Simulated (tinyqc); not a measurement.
Worked calculation: Hubbard chain of 2 sites. One step of it, computed by the program tinyqc.

Question. Mean-field iteration 1. H(up) = T + U n(down), H(down) = T + U n(up); fill the lowest levels; n(new) = n + mixing (n(out) - n); E = tr T (rho up + rho down) + U sum n_up n_down of the output.

one-body matrix (hopping and site energies) (eV), order 1, 2:
$$\begin{pmatrix}
0.720000 & -1.100000 \\
-1.100000 & -0.920000
\end{pmatrix}$$

U = 9.500000 eV

electrons, up and down: [1, 1]

mixing = 1

n(up) at the start (a guess, not normalised): 1 0.950000, 2 0.050000

n(down) at the start (a guess): 1 0.050000, 2 0.950000

Give: levels, up; levels, down; energy; n(up) after iteration 1; n(down) after iteration 1.

Answer.

levels, up (eV): [1.024, 8.276]

levels, down (eV): [-0.562, 9.862]

energy = -0.460 eV

n(up) after iteration 1: 1 0.976, 2 0.024

n(down) after iteration 1: 1 0.011, 2 0.989
